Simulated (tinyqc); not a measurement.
Isotope shift of the local mode: vibrations of a mass or spring defect in a linear chain. Computed by tinyqc, a small Python program. Command: `OMP_NUM_THREADS=1 python tinyqc.py 3020656 3020657 out.jsonl localmode walk`. One thread of a shared host (Intel(R) Xeon(R) Processor @ 2.30GHz), about 0.01 s of CPU time with the checks.

A ring of N atoms with nearest-neighbour springs k and motion along the chain. Atom 1 is the defect, of mass M', and its two springs are k'. All other atoms have the mass M.

Inputs (values chosen for the exercise, for a model chain): spring constant k = 11.7 eV/angstrom^2; host mass M = 67.2 u; defect mass M' = 32.1 u; spring ratio k'/k at the defect = 1; isotope mass step = 2 u.

Host: monatomic.

Constants: nu for 1 eV/(angstrom^2 u) = 15.6333042 THz.

Method:
- Host band: lambda from 0 to 4k/M.
- nu = 15.6333042 THz x sqrt(lambda), lambda in eV/(angstrom^2 u).
- D_ii = (sum of the two springs at i)/M_i, D_ij = -k_ij/sqrt(M_i M_j) for neighbours, closed into a ring.
- The same matrix for 120 atoms; amplitudes are the mass-weighted eigenvector, in size, relative to the defect, for the highest mode; its weight is the squared component of the normalised eigenvector on the defect.
- Raise M' by the isotope step in the 120-atom ring. First order, good only for a step much smaller than M': Delta nu/nu = -(1/2) (weight on the defect) Delta M'/M'; a defect vibrating against fixed neighbours would give sqrt(M'/(M' + step)) - 1.

highest frequency, long ring = 15.2992 THz

weight of the highest mode on the defect = 0.686217

shift, exact = -2.0143 %

shift, first order = -2.1377 %

shift, fixed neighbours = -2.9769 %

The shift is 68 % of the fixed-neighbour value; all other atoms together carry 31 % of the kinetic energy of the mode.

Extremes, crossings and ranges named in words are read from the listed rows.
